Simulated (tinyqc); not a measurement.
Junction parameters from two forward currents.

Question. D(v) = J1 (exp(v/Vt) - 1) + J2 (exp(v/(2 Vt)) - 1). Find J1, J2 and the voltage 2 Vt ln(J2/J1) near which both parts are equal.

Values chosen for this exercise:

| symbol | value | unit | meaning |
|---|---|---|---|
| T | 330 | K | temperature |

Constants: q = 1.602176634e-19 C, kB = 1.380649e-23 J/K, Vt = kB T/q. Results are converted to the units shown.

junction voltages (V): [0.29, 0.64]
currents (uA/um): [3.0012015e-7, 0.023276066]

Answer. The current is linear in J1 and J2, so two points give two equations.

J1 = 3.900e-12 uA/um
J2 = 1.200e-9 uA/um
crossover = 0.3258 V

Computed by the program tinyqc: `OMP_NUM_THREADS=1 python tinyqc.py 2182096 2182097 out.jsonl`, one thread of a shared Intel Xeon 2.30GHz, about 0.2 s for the whole run.
